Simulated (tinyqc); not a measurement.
Thinning the body: Gamma, L and X subbands of a thin body with non-parabolic valleys.

Hard walls, flat band, c = hbar^2/2m0, energies from the bulk Gamma edge. For a valley at angle theta to the normal 1/m_z = cos^2/ml + sin^2/mt and m_d = sqrt(ml mt^2/m_z). Subband n starts at E_v + e with e (1 + a e) = c (n pi/t)^2/m_z, and its density-of-states mass is taken as m_d (1 + 2 a e), without further growth at higher in-plane energy. Groups are named by valley and degeneracy.

n_i = g m/(2 pi c) kB T ln(1 + exp((EF - E_i)/kB T)), sum n_i = Ns (1e12/cm^2 = 1e-4/angstrom^2), c = hbar^2/2m0. Quantum capacitance Cq = 1602.176634 sum g m/(2 pi c) f_i in microfarad/cm^2 with f_i = 1/(1 + exp((E_i - EF)/kB T)); Cox = 34.5313/eot (one gate); C/Cox = Cq/(Cq + Cox), the centroid term left out.

Constants: hbar^2/2m0 = 3.80998211 eV angstrom^2; kB = 8.617333262e-05 eV/K.

Parameters, chosen for this exercise (near those of a thin GaAs channel; shifted at random, so the results belong to these values and not to a real crystal): face = 100 (surface); mG = 0.066 m0 (Gamma mass); aG = 0.58 1/eV (Gamma non-parabolicity); EL = 0.299 eV (L edge above Gamma); mL = (1.975, 0.074) m0 (L valleys (four, along <111>): ml, mt); EX = 0.49 eV (X edge above Gamma); mX = (1.3, 0.232) m0 (X valleys (three, along <100>): ml, mt); aS = 0.6 1/eV (non-parabolicity of L and X); Ns = 7.3 x 1e12/cm^2 (sheet density); T = 300 K (temperature); eot = 7 angstrom (equivalent oxide thickness); ts = (20, 26, 34, 45, 60, 85, 130) angstrom (thicknesses).

Lowest edge of each valley type, the lowest group, the Gamma share and C/Cox, with n = 1 to 8 of all groups.

Results:

| t (angstrom) | Gamma (eV) | L (eV) | X (eV) | lowest | Gamma share (%) | C/Cox |
|---|---|---|---|---|---|---|
| 20 | 0.926 | 0.926 | 0.559 | X1 | 0.0 | 0.764 |
| 26 | 0.620 | 0.709 | 0.532 | X1 | 4.7 | 0.810 |
| 34 | 0.400 | 0.557 | 0.515 | G1 | 55.6 | 0.832 |
| 45 | 0.246 | 0.455 | 0.504 | G1 | 74.4 | 0.771 |
| 60 | 0.146 | 0.390 | 0.498 | G1 | 81.0 | 0.731 |
| 85 | 0.076 | 0.345 | 0.494 | G1 | 89.0 | 0.717 |
| 130 | 0.033 | 0.319 | 0.492 | G1 | 98.0 | 0.684 |

From 130 down to 20 angstrom Gamma rises by 0.89 eV, L by 0.61 and X by 0.07 eV, the light Gamma mass moving most. The lowest group changes from G1 to X1 between 34 and 26 angstrom. The Gamma share goes from 98 % to 0 %. C/Cox is 0.68 and 0.76 at the ends and lies between 0.68 and 0.83. Hard walls overstate the rise in the thinnest rows.

Run: tinyqc, `OMP_NUM_THREADS=1 python tinyqc.py 1251996 1251997 out.jsonl`; Intel(R) Xeon(R) Processor @ 2.30GHz, one thread, shared host; about 0.03 s of CPU time with all checks.
